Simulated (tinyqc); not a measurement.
Worked calculation: RHF in the sto-6g basis, for BeH2, spin multiplicity 1. One step of it, computed by the program tinyqc.

Problem. Iteration 2: DIIS coefficients. Solve [B -1; -1 0][c; lambda] = [0; -1] for the coefficients, which sum to one.

B (overlaps of the stored error matrices):
```
,1,2
1,2.8729123e-01,7.8951477e-02
2,7.8951477e-02,5.7444319e-02
```

Give: DIIS coefficients.

Solution.

DIIS coefficients: -0.1151  1.1151
